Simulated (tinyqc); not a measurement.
Finite line against the semi-infinite law: electromigration in a confined line: Blech product, Korhonen stress evolution and Black's law. Computed by tinyqc, a small Python program. Command: `OMP_NUM_THREADS=1 python tinyqc.py 3017486 3017487 out.jsonl emigr walk`. One thread of a shared host (Intel(R) Xeon(R) Processor @ 2.30GHz), about 0.01 s of CPU time with the checks.

The electron wind pushes atoms from the cathode (x = 0) to the anode (x = L); blocking ends build a back stress (tension positive). The input rho is taken not to change with temperature. d sigma/dt = d/dx [kappa (d sigma/dx + G)], with zero flux at both ends and sigma = sigma_0 at t = 0.

Inputs (values chosen for the exercise, close to those used for copper lines): resistivity rho = 2.6 micro-ohm cm; atomic volume Omega = 11.8 angstrom^3; effective charge number Z* = 0.99; prefactor D0 = 2.7e-08 m^2/s; activation energy E = 0.879 eV; effective modulus B = 23 GPa; critical stress sigma_c = 150 MPa; initial stress sigma_0 = 25 MPa; current density j = 2.2 MA/cm^2; line length L = 13 um; test temperature T = 290 C.

Start: thermal stress.

Constants: e = 1.602176634e-19 C; k_B = 8.617333262e-05 eV/K; k_B = 1.380649e-23 J/K.

Method:
- G = Z* e rho j/Omega; D = D0 exp(-E/(k_B T)); kappa = D B Omega/(k_B T); drift velocity of an unconfined line v = D Z* e rho j/(k_B T). SI: 1 micro-ohm cm = 1e-8 ohm m, 1 MA/cm^2 = 1e10 A/m^2.
- Temperatures in kelvin are T(C) + 273.15.
- At steady state sigma(x) = sigma_0 + G (L/2 - x). A void forms only if the cathode stress reaches sigma_c, that is if j L exceeds (j L)_c = 2 Omega (sigma_c - sigma_0)/(Z* e rho). Time scale tau = L^2/kappa.
- sigma(x, t) = sigma_0 + G L [1/2 - x/L - 4 sum_(m odd) cos(m pi x/L) exp(-m^2 pi^2 s)/(m pi)^2], s = t/tau, summed to m = 399.
- Semi-infinite line: sigma(0, t) = sigma_0 + 2 G L sqrt(s/pi). One-term form: keep m = 1 alone.

tau = 3.66202 h

stress gradient G = 7.68882 MPa/um

Cathode stress (MPa):
```
s           t (h)  full series  semi-infinite  one term
0.002  7.3240e-03       30.044          30.04    35.259
0.005  1.8310e-02       32.975          32.98    36.418
0.01   3.6620e-02       36.279          36.28    38.274
0.02   7.3240e-02       40.950          40.95    41.724
0.05   1.8310e-01       50.193          50.22    50.246
0.1    3.6620e-01       59.878          60.67    59.879
0.2    7.3240e-01       69.350          75.44    69.350
0.4    1.4648e+00       74.196          96.33    74.196
0.8    2.9296e+00       74.962         125.88    74.962
```

What follows from these numbers?

Among these rows the semi-infinite law holds to 1 % up to s = 0.05 and the one-term form from s = 0.05 on: the far end is felt once sqrt(kappa t) is no longer small against L, and by then the terms with m > 1 have nearly died out. The critical stress 150 MPa is not reached in these rows.
